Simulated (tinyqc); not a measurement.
# Segment and feed resistance from two drops

Problem. A rail is fed at one end through Rq; K loads of Ij follow, each after a segment Rs. The drop at load j is K Ij Rq + Rs Ij sum_(l=1..j) (K - l + 1). Find Rs, Rq and the worst drop, at the middle, if the rail were fed through Rq at both ends: K Ij Rq/2 + Rs Ij K^2/8 with the load taken as continuous.

Inputs (values chosen for the exercise):
- K = 15 (number of equal loads)
- Ij = 2.2 mA (current of each load)

drops at the first and at the last load (mV): 25.74  90.42

Solution. The difference of the two drops is Rs Ij K (K - 1)/2, which gives Rs; the first drop then gives Rq.

Rs = 0.2800 ohm
Rq = 0.5000 ohm
drop at the middle with two feeds = 25.57 mV

tinyqc, about 0.08 s, one thread, Intel Xeon 2.30GHz (shared host): `OMP_NUM_THREADS=1 python tinyqc.py 2770218 2770219 out.jsonl`
